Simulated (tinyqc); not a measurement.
Dimension: statistics of electrons in three, two and one dimensions.

One band edge at E = 0, lambda = sqrt(4 pi c/(m1 kT)) with c = hbar^2/2m0. Densities with spin: n3 = (2/lambda^3) F_1/2(eta), n2 = (2/lambda^2) F_0(eta) with F_0 = ln(1 + exp(eta)), n1 = (2/lambda) F_-1/2(eta). F_j(eta) = (1/Gamma(j + 1)) integral_0^infinity x^j dx/(1 + exp(x - eta)), which tends to exp(eta) for eta << 0.

Constants: hbar^2/2m0 = 3.80998211 eV angstrom^2; kB = 8.617333262e-05 eV/K.

Values chosen for the exercise (out of a larger set: near those of InP, lowest valleys alone; not measured data): m1 = 0.0788 m0 (mass of one isotropic band with spin); T = 77 K; L = 50 angstrom (confinement length used to compare densities).

The last two columns turn the sheet and line densities into volume densities, n2/L and n1/L^2, over n3.

Densities:
```
eta  n3 (1/cm^3)  n2 (1/cm^2)  n1 (1/cm)  (n2/L)/n3  (n1/L^2)/n3
-4      1.31e+15     3.96e+09   1.20e+04       6.04         36.4
-2      9.33e+15     2.77e+10   8.17e+04       5.94         35.0
-1      2.37e+16     6.84e+10   1.94e+05       5.78         32.9
0       5.52e+16     1.51e+11   4.00e+05       5.48         29.0
1       1.14e+17     2.87e+11   6.79e+05       5.04         23.9
4       4.70e+17     8.78e+11   1.44e+06       3.73         12.3
8       1.25e+18     1.75e+12   2.09e+06       2.79         6.69
```

Give the missing row, eta = 2.

Computed row:
```
eta  n3 (1/cm^3)  n2 (1/cm^2)  n1 (1/cm)  (n2/L)/n3  (n1/L^2)/n3
2       2.04e+17     4.65e+11   9.68e+05       4.56         19.0
```

lambda = 302.6 angstrom

Far below the edge all three follow exp(eta), and the ratios tend to lambda/L = 6.052 and its square. From eta = 4 to 8 the densities grow by 2.67, 1.99 and 1.45, near the powers 2^(3/2), 2 and 2^(1/2) that the densities of states E^(1/2), E^0 and E^(-1/2) give. One subband serves while EF stays several kT below the second, 86.3 kT up for hard walls; rows with a larger eta, if any, overfill it.

Computed by tinyqc, a small Python program: `OMP_NUM_THREADS=1 python tinyqc.py 1681647 1681648 out.jsonl` (the numbers bound the seed that draws the inputs); one thread of a shared host (Intel(R) Xeon(R) Processor @ 2.30GHz), about 0.01 s for the whole set of steps.
